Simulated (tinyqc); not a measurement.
# Single-junction solar cell, detailed-balance limit: effects of single changes

Every photon above the gap Eg makes one pair and none below is absorbed; carriers thermalise at T and move without loss. Jsc = q fs X Phi(Eg, Ts); the dark current is J0 = q ge Phi(Eg, T)/ERE with the Boltzmann factor exp(V/Vt). The efficiency is the electrical power over fs X sigma Ts^4.

Inputs (values chosen for the exercise): cell temperature T = 350 K; temperature of the black-body sun Ts = 6000 K; share of the hemisphere filled by the sun fs = 2.16e-5; concentration X = 500; external radiative efficiency ERE = 0.1; number of faces that emit ge = 1; band gap Eg = 1.03 eV.

Constants: q = 1.602176634e-19 C, kB = 1.380649e-23 J/K, h = 6.62607015e-34 J s, c = 299792458 m/s, Vt = kB T/q. Results are converted to the units shown.

Each table varies one quantity; the others keep the values above.

## Effect of the temperature of the black-body sun

Photon flux above E from a black body at temperature T into a hemisphere: Phi(E, T) = A sum_k exp(-k E/th)[E^2 th/k + 2 E th^2/k^2 + 2 th^3/k^3], k = 1, 2, ..., with th = kB T/q in eV and A = 2 pi q^3/(h^3 c^2). J(V) = Jsc - J0 (exp(V/Vt) - 1); Voc = Vt ln(1 + Jsc/J0); at maximum power v = Vmp/Vt solves (1 + v) exp(v) = 1 + Jsc/J0. Pin = fs X sigma Ts^4, sigma = 2 pi^5 kB^4/(15 h^3 c^2). FF = Vmp Jmp/(Voc Jsc).

Results:
```
Ts (K)  Jsc (mA/cm^2)  Voc (V)  Eg/q - Voc (V)       FF  efficiency (%)
3000           1431.3  0.78177         0.24823  0.84083          18.967
3700           4204.6  0.81427         0.21573  0.84554          25.222
5100            17561  0.85738         0.17262  0.85134          30.938
5800            29467  0.87299         0.15701  0.85332          31.675
6500            45680  0.88621         0.14379  0.85495          31.661
7200            66786  0.89767         0.13233  0.85633          31.195
7900            93358  0.90777         0.12223  0.85753          30.467
```

Estimate the missing row, Ts = 4400 K.

Computed row:
```
Ts (K)  Jsc (mA/cm^2)  Voc (V)  Eg/q - Voc (V)       FF  efficiency (%)
4400           9352.6  0.83838         0.19162  0.84884          28.997
```

With this row back in the table: As Ts goes from 3000 to 7900 K, Jsc rises from 1430 to 93400 mA/cm^2, Voc rises from 0.782 to 0.908 V and the efficiency goes from 19.0 through a maximum of 31.7 (at Ts = 5800 K among the rows listed) to 30.5 %. For Ts = 5100 to 7900 K Voc lies within 6 Vt of the gap, where the Boltzmann form of the emission begins to fail. For Ts = 5800 to 7900 K the current passes 20 A/cm^2, where series resistance and heating, left out here, would dominate.

## Effect of the concentration

Same model as above.

FF = Vmp Jmp/(Voc Jsc).

Effect of the concentration:
```
X     Jsc (mA/cm^2)  Voc (V)  Eg/q - Voc (V)      FF  efficiency (%)
1             67.27   0.6895          0.3405  0.8256           24.12
3             201.8   0.7227          0.3073  0.8314           25.46
10            672.7   0.7590          0.2710  0.8373           26.93
30             2018   0.7921          0.2379  0.8424           28.28
100            6727   0.8284          0.2016  0.8475           29.75
300         2.018e4   0.8616          0.1684  0.8519           31.10
1000        6.727e4   0.8979          0.1321  0.8564           32.58
3000        2.018e5   0.9310         0.09898  0.8602           33.94
```

Read the table: what changes, and by how much?

As X goes from 1 to 3000, Jsc rises from 67.3 to 2.02e5 mA/cm^2, Voc rises from 0.690 to 0.931 V and the efficiency rises from 24.1 to 33.9 %. Voc gains 69.4 mV a decade of concentration (Vt ln 10), while Jsc/Pin stays the same. For X = 300 to 3000 Voc lies within 6 Vt of the gap, where the Boltzmann form of the emission begins to fail. For X = 300 to 3000 the current passes 20 A/cm^2, where series resistance and heating, left out here, would dominate.

Numbers from tinyqc (`OMP_NUM_THREADS=1 python tinyqc.py 2820113 2820114 out.jsonl`; about 0.01 s on one thread of a shared Intel Xeon 2.30GHz).
